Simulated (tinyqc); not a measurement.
Threshold-voltage variability of a planar MOSFET, analytic estimates: a gate of 8 grains.

Three independent sources add in quadrature: random dopants in the depleted layer, metal-gate grains of two orientations, and roughness of the two gate edges acting through the roll-off VT = VT(long) - Vr exp(-L/l). These are first-order estimates: no three-dimensional electrostatics, no percolation.

Each of 8 equal grains has the higher work function with probability p; the threshold shift is dW (j/8 - p) for j such grains, and the off current changes by exp(-shift/(n Vt)).

Parameters, values chosen for the exercise; material values those of a made-up semiconductor:

| symbol | value | unit | meaning |
|---|---|---|---|
| T | 250 | K | temperature |
| dW | 0.3 | eV | work-function difference of the two grain orientations |
| p | 0.3 |  | share of the orientation of higher work function |
| n | 1.44 |  | subthreshold factor |

Constants: q = 1.602176634e-19 C, kB = 1.380649e-23 J/K, Vt = kB T/q. Results are converted to the units shown.

Distribution:
```
j  probability  shift (mV)  Ioff factor  probability x factor
0     0.057648      -90.00       18.195                1.0489
1      0.19765      -52.50       5.4321                1.0737
2      0.29648      -15.00       1.6218               0.48082
3      0.25412       22.50      0.48419               0.12304
4      0.13614       60.00      0.14456              0.019679
5     0.046675       97.50     0.043158             0.0020144
6     0.010002      135.00     0.012885             1.2887e-4
7    0.0012247      172.50    0.0038469             4.7113e-6
8    6.5610e-5      210.00    0.0011485             7.5353e-8
```

What do the numbers show?

The standard deviation is dW sqrt(p (1 - p)/8) = 48.6 mV. The mean off current is 2.75 times the nominal one; the log-normal formula exp(s^2/(2 (n Vt)^2)) gives 3.41. Devices with j = 1, 20 % of all, carry 39 % of the mean leakage.

Program tinyqc, `OMP_NUM_THREADS=1 python tinyqc.py 2090097 2090098 out.jsonl`; Intel Xeon 2.30GHz, shared host, one thread, about 0.01 s.
